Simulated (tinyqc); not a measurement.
Inside a calculation. Model: millisecond and nanosecond annealing: surface heating, thermal budget and solid-phase regrowth. Computed by tinyqc, a small Python program that keeps every step. Command: `OMP_NUM_THREADS=1 python tinyqc.py 3017705 3017706 out.jsonl flash walk`. One thread of a shared host (Intel(R) Xeon(R) Processor @ 2.30GHz), about 0.02 s of CPU time with the checks. Intermediate numbers are printed to about 6 digits and carried at full precision; extremes and crossings named in words are read from the listed rows.

A square pulse heats the surface of a thick wafer with constant thermal properties; losses by radiation are neglected and silicon melts at 1414 C.

Inputs (values chosen for the exercise, modelled on hot silicon with phosphorus):

| quantity | value | unit |
|---|---|---|
| incident fluence | 9.6 | J/cm^2 |
| pulse length t_p | 0.00013 | s |
| reflectance R | 0.33 | - |
| thermal conductivity k | 0.28 | W/(cm K) |
| heat capacity per volume c | 2.32 | J/(cm^3 K) |
| preheat temperature T0 | 600 | C |
| wafer thickness d | 775 | um |
| dopant prefactor D0 | 5.49 | cm^2/s |
| dopant activation energy E | 3.67 | eV |
| regrowth prefactor v0 | 4.9e+08 | cm/s |
| regrowth energy E_v | 2.72 | eV |
| amorphous layer | 17 | nm |

Source: scanned laser.

Constants: k_B = 8.617333262e-05 eV/K.

## Peak temperature

Absorbed flux q = (1 - R) fluence/t_p; kappa = k/c. With f(z, t) = (2 q/k) sqrt(kappa t) ierfc(z/(2 sqrt(kappa t))), ierfc(x) = exp(-x^2)/sqrt(pi) - x erfc(x): T = T0 + f(z, t) during the pulse and T0 + f(z, t) - f(z, t - t_p) after it. At the surface the rise at the end of the pulse is 2 q sqrt(t_p/(pi k c)); the fluence that just melts the surface scales with (1414 - T0).

absorbed flux q = 49476.9 W/cm^2

kappa = 0.120690 cm^2/s

thermal length sqrt(kappa t_p) = 39.6102 um

peak temperature = 1389.78 C

fluence at the melting threshold = 9.89439 J/cm^2

The heated layer is 5.1 % of the wafer thickness, so the cold bulk quenches the surface.

## Temperature in depth and time

The formulas are those given above.

Temperature (C):

| t/t_p | surface | z = 0.5 thermal lengths | z = 1 | z = 2 |
|---|---|---|---|---|
| 0.10 | 849.75 | 641.45 | 602.760 | 600.000 |
| 0.25 | 994.89 | 739.73 | 635.174 | 600.685 |
| 0.50 | 1158.46 | 876.89 | 716.629 | 611.886 |
| 0.75 | 1283.97 | 990.23 | 800.166 | 636.849 |
| 1.00 | 1389.78 | 1088.67 | 879.468 | 670.349 |
| 1.10 | 1178.58 | 1083.54 | 907.082 | 685.210 |
| 1.50 | 1008.82 | 980.46 | 907.606 | 737.271 |
| 2.00 | 927.14 | 913.01 | 874.303 | 762.909 |
| 4.00 | 811.62 | 807.84 | 796.890 | 758.604 |
| 10.00 | 728.16 | 727.32 | 724.830 | 715.342 |

One tenth of a pulse length after the end the surface has lost 211 C: cooling starts as sqrt(t - t_p), much faster than heating ends.

## Thermal budget

Temperatures in kelvin are T(C) + 273.15. Integrate exp(-E/(k_B T(t))) at the surface from 0 to 10 t_p (Gauss-Legendre, 60 points in sqrt(t) up to t_p and 60 in sqrt(t - t_p) after it). (Dt) = D0 x integral with E; regrowth = v0 x integral with E_v; effective time = integral/exp(-E/(k_B T_peak)).

budget (Dt) = 8.41106e-16 cm^2

diffusion length 2 sqrt(Dt) = 0.580037 nm

effective time over t_p = 0.156264

possible regrowth = 764.554 nm

Only 15.6 % of the pulse counts at the peak; the estimate 2 k_B T_peak^2/(E (T_peak - T0)) gives 16.4 %. The amorphous layer of 17 nm regrows fully. Caution: equilibrium diffusivities are used; implant damage enhances diffusion, and k and c vary with temperature. Caution: the peak lies above 1150 C, and amorphous silicon melts some 200 to 250 K below the crystal, so a layer that has not regrown before the peak may melt instead.

## Same peak temperature, different pulse lengths

For each t_p the flux is set so that the peak temperature stays the same: q sqrt(t_p) is fixed.

Pulses:

| t_p (s) | fluence (J/cm^2) | q (W/cm^2) | thermal length (um) | 2 sqrt(Dt) (nm) | regrowth (nm) |
|---|---|---|---|---|---|
| 1.00e-07 | 2.66256e-01 | 1.78392e+06 | 1.09859e+00 | 1.60873e-02 | 5.88119e-01 |
| 1.00e-06 | 8.41976e-01 | 5.64124e+05 | 3.47404e+00 | 5.08726e-02 | 5.88119e+00 |
| 1.00e-05 | 2.66256e+00 | 1.78392e+05 | 1.09859e+01 | 1.60873e-01 | 5.88119e+01 |
| 1.00e-04 | 8.41976e+00 | 5.64124e+04 | 3.47404e+01 | 5.08726e-01 | 5.88119e+02 |
| 3.00e-04 | 1.45834e+01 | 3.25697e+04 | 6.01722e+01 | 8.81139e-01 | 1.76436e+03 |
| 1.00e-03 | 2.66256e+01 | 1.78392e+04 | 1.09859e+02 | 1.60873e+00 | 5.88119e+03 |
| 3.00e-03 | 4.61169e+01 | 1.02994e+04 | 1.90281e+02 | 2.78641e+00 | 1.76436e+04 |
| 1.00e-02 | 8.41976e+01 | 5.64124e+03 | 3.47404e+02 | 5.08726e+00 | 5.88119e+04 |

Fluence and diffusion length grow as sqrt(t_p), regrowth as t_p. The layer of 17 nm regrows from t_p = 1e-05 s on among these rows, at a diffusion length of 0.16 nm. Caution: amorphous silicon melts some 200 to 250 K below the crystal, which matters for the short pulses that reach the peak before regrowth. Caution: the shortest pulses need a source absorbed within their thermal length, and the longest also heat the back of the wafer, which the thick-wafer formula leaves out.

Checks made by the program: heat stored at the end of the pulse against the absorbed fluence (relative difference below 1e-10).
